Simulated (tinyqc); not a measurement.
# MOS capacitor on a p-type substrate, surface potential from the exact charge relation: several studies

Uniform p-type substrate, Boltzmann statistics, full ionisation, classical densities. psi is the surface potential against the body (positive when the bands bend down) and u = psi/Vt. Traps are spread evenly over the gap and neutral at flat band, so their charge is -q Dit psi; the minority quasi-Fermi level is shifted by Vb.

Parameters, values chosen for the exercise; band and dielectric values close to those of 4H silicon carbide:
- T = 300 K (temperature)
- Eg = 3.28 eV (band gap)
- eps_r = 9.85 (relative permittivity)
- Nc = 1.71e19 cm^-3 (conduction-band density of states at T)
- Nv = 2.47e19 cm^-3 (valence-band density of states at T)
- chi = 3.61 eV (electron affinity)
- N = 1.1e16 cm^-3 (acceptor density of the substrate)
- eox = 3.9 (relative permittivity of the gate insulator (close to silicon dioxide))
- tox = 1.9 nm (insulator thickness)
- phiM = 3.65 eV (gate work function)
- Nf = 0 cm^-2 (fixed charge at the interface, in units of q)
- Dit = 0 cm^-2 eV^-1 (density of interface traps)
- Vb = 0 V (reverse bias of the inversion layer against the body)

Constants: q = 1.602176634e-19 C, kB = 1.380649e-23 J/K, Vt = kB T/q, eps0 = 8.8541878128e-14 F/cm where lengths are in cm. Results are converted to the units shown.

Each table varies one quantity; the others keep the values above.

## Capacitance-voltage curves

ni = sqrt(Nc Nv) exp(-Eg/(2 Vt)), Eg in volts; phiF = Vt ln(N/ni); Cox = eps0 eox/tox; Vfb = phiM - chi - (Eg - Vt ln(Nv/N)) - q Nf/Cox; Q0 = sqrt(2 eps0 eps_r q N Vt); r = (ni/N)^2 exp(-Vb/Vt); VT = Vfb + [(2 phiF + Vb)(1 + q Dit/Cox) + sqrt(2 eps0 eps_r q N (2 phiF + Vb))/Cox]. u = psi/Vt; F^2 = exp(-u) + u - 1 + r (exp(u) - u - 1); Qs = -sign(u) Q0 F; Cs = -dQs/dpsi = (Q0/Vt) |1 - exp(-u) + r (exp(u) - 1)|/(2 F). psi solves Vg = Vfb + psi + (q Dit psi - Qs)/Cox. Low frequency: 1/C_LF = 1/Cox + 1/(Cs + q Dit). High frequency, in the simple estimate in which traps and minority carriers do not follow: 1/C_HF = 1/Cox + 1/Cd, Cd being Cs with r = 0 at the same psi. Deep depletion: r = 0 and Dit = 0 both in the equation for psi and in Cs. Minority sheet density N_inv = (Q0/(2 q)) int_0^u r (exp(t) - 1)/F(t) dt for u > 0. N_inv under 1 cm^-2 is printed as 0. Regimes: accumulation when majority carriers gather, then depletion up to |psi| = phiF + Vb, weak inversion up to 2 phiF + Vb, strong inversion beyond.

Capacitance-voltage curves:
```
Vg (V)	psi (V)	C_LF/Cox	C_HF/Cox	C_deep/Cox	N_inv (cm^-2)	regime
-3.92	-0.2509	0.9240	0.9240	0.9240	0	accumulation
-3.42	-0.1893	0.7871	0.7871	0.7871	0	accumulation
-2.93	0.1021	0.05124	0.05124	0.05124	0	depletion
-2.43	0.5876	0.01994	0.01994	0.01994	0	depletion
-1.94	1.069	0.01471	0.01471	0.01471	0	depletion
-1.45	1.553	0.01219	0.01219	0.01219	0	weak inversion
-0.95	2.047	0.01062	0.01062	0.01062	0	weak inversion
-0.46	2.532	0.009543	0.009543	0.009543	2716	weak inversion
0.04	3.009	0.3905	0.008754	0.008727	2.151e11	strong inversion
0.53	3.123	0.8950	0.008592	0.008102	4.470e12	strong inversion
1.02	3.160	0.9455	0.008543	0.007594	9.614e12	strong inversion
```

C_LF/Cox is lowest, 0.00954, at Vg = -0.46 V (weak inversion) among the rows listed and is 0.946 in the last row, where C_HF/Cox is 0.00854 and the deep-depletion value 0.00759. Vfb = -3.04 V, where C_HF/Cox = 0.118 (Cox in series with eps0 eps_r/LD), and VT = -0.0981 V. Over the last two rows psi moves by only 0.074 V a volt of gate bias, since the inversion charge screens the body. In strong accumulation and inversion degeneracy and confinement, left out here, lower the capacitance.

## Effect of the density of interface traps on threshold and swing

ni = sqrt(Nc Nv) exp(-Eg/(2 Vt)), Eg in volts; phiF = Vt ln(N/ni); Cox = eps0 eox/tox; Vfb = phiM - chi - (Eg - Vt ln(Nv/N)) - q Nf/Cox; VT = Vfb + [(2 phiF + Vb)(1 + q Dit/Cox) + sqrt(2 eps0 eps_r q N (2 phiF + Vb))/Cox]. gamma = sqrt(2 eps0 eps_r q N)/Cox; Wm = sqrt(2 eps0 eps_r (2 phiF + Vb)/(q N)); m = 1 + (eps0 eps_r/Wm + q Dit)/Cox; swing m Vt ln 10; Cmin/Cox = 1/(1 + Cox Wm/(eps0 eps_r)).

In this table Vb = 0 V.

The same in every row: Vfb (V) = -3.041; 2 phiF (V) = 2.891; gamma (V^0.5) = 0.03051; Wm (nm) = 534.9; Cmin/Cox = 0.008892.

Effect of the density of interface traps on threshold and swing:
```
Dit (cm^-2 eV^-1)	VT (V)	m	swing (mV/decade)
0	-0.09812	1.009	60.06
1e10	-0.09557	1.010	60.11
3e10	-0.09047	1.012	60.22
1e11	-0.07264	1.018	60.59
3e11	-0.02167	1.035	61.63
1e12	0.1567	1.097	65.31
3e12	0.6663	1.273	75.80
1e13	2.450	1.891	112.5
```

Read the table: what changes, and by how much?

As Dit goes from 0 to 1e13, VT rises from -0.0981 to 2.45 V, the swing rises from 60.1 to 113 mV/decade and Cmin/Cox stays at 0.00889. Vfb does not move.

## Effect of the acceptor density of the substrate on threshold and swing

Same model as above.

Results:
```
N (cm^-3)	Vfb (V)	2 phiF (V)	gamma (V^0.5)	VT (V)	Wm (nm)	m	swing (mV/decade)	Cmin/Cox
1e15	-2.979	2.767	0.009198	-0.1967	1735	1.003	59.69	0.002757
1.1e16	-3.041	2.891	0.03051	-0.09812	534.9	1.009	60.06	0.008892
3.8e16	-3.073	2.955	0.05670	-0.02047	290.9	1.016	60.51	0.01623
1.3e17	-3.104	3.018	0.1049	0.09606	159.0	1.030	61.32	0.02930
4.3e17	-3.135	3.080	0.1907	0.2795	88.31	1.054	62.76	0.05154
1.5e18	-3.168	3.145	0.3562	0.6088	47.77	1.100	65.51	0.09128
4.9e18	-3.198	3.206	0.6439	1.161	26.69	1.180	70.23	0.1524
```

Estimate the missing row, N = 3.4e15 cm^-3.

Computed row:
```
N (cm^-3)	Vfb (V)	2 phiF (V)	gamma (V^0.5)	VT (V)	Wm (nm)	m	swing (mV/decade)	Cmin/Cox
3.4e15	-3.010	2.830	0.01696	-0.1518	951.9	1.005	59.83	0.005016
```

With this row back in the table: As N goes from 1e15 to 4.9e18, VT rises from -0.197 to 1.16 V, the swing rises from 59.7 to 70.2 mV/decade and Cmin/Cox rises from 0.00276 to 0.152. Of the change of VT by 1.36 V, -0.220 V comes from Vfb and 1.58 V from the band bending and the charge it takes. gamma goes as N^(0.50) and Wm as N^(-0.49); phiF, which grows slowly with N, keeps the latter from -1/2.

Computed by the program tinyqc: `OMP_NUM_THREADS=1 python tinyqc.py 2060089 2060090 out.jsonl`, one thread of a shared Intel Xeon 2.30GHz, about 0.01 s for the whole run.
